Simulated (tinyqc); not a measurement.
On-chip power grid, static voltage drop by conjugate gradients: one step of the calculation.

A grid of 4 rows and 3 columns, node k = 3 row + column. Neighbours in a row are joined by Rx, in a column by Ry; pad nodes, which reach the supply through Rp: 0, 11. Each node draws I0, node 7 draws kh I0. The drops u = Vdd - V solve G u = i, with G the conductance matrix (1/Rp added on the diagonal at pad nodes).

Task. Worst drop, pad currents and power lost. Pad current u/Rp; worst drop as a share of Vdd; power lost in the grid and pads sum_k i_k u_k; power delivered sum_k i_k (Vdd - u_k).

Inputs (values chosen for the exercise):
- Vdd = 0.65 V (supply voltage)
- Rp = 0.093 ohm (resistance from a pad node to the supply)
- I0 = 1.4 mA (load current of an ordinary node)
- kh = 1 (factor on the load at the hot node)

converged u (mV):
```
           col 0      col 1      col 2
row 0  0.7812000  3.8320774  4.9729414
row 1  3.9134429  4.6447351  4.9340408
row 2  4.9340408  4.6447351  3.9134429
row 3  4.9729414  3.8320774  0.7812000
```

Find: worst drop; share of Vdd; pad currents; power lost; power delivered.

Result.

worst drop = 4.9729 mV
share of Vdd = 0.76507 %
pad currents (mA): node 0 8.4000, node 11 8.4000
power lost = 0.064620 mW
power delivered = 10.855 mW

The pad currents add up to the total load, 16.80 mA. The worst drop is at node 2 and 9.

Program tinyqc, `OMP_NUM_THREADS=1 python tinyqc.py 2770172 2770173 out.jsonl`; Intel Xeon 2.30GHz, shared host, one thread, about 0.06 s.
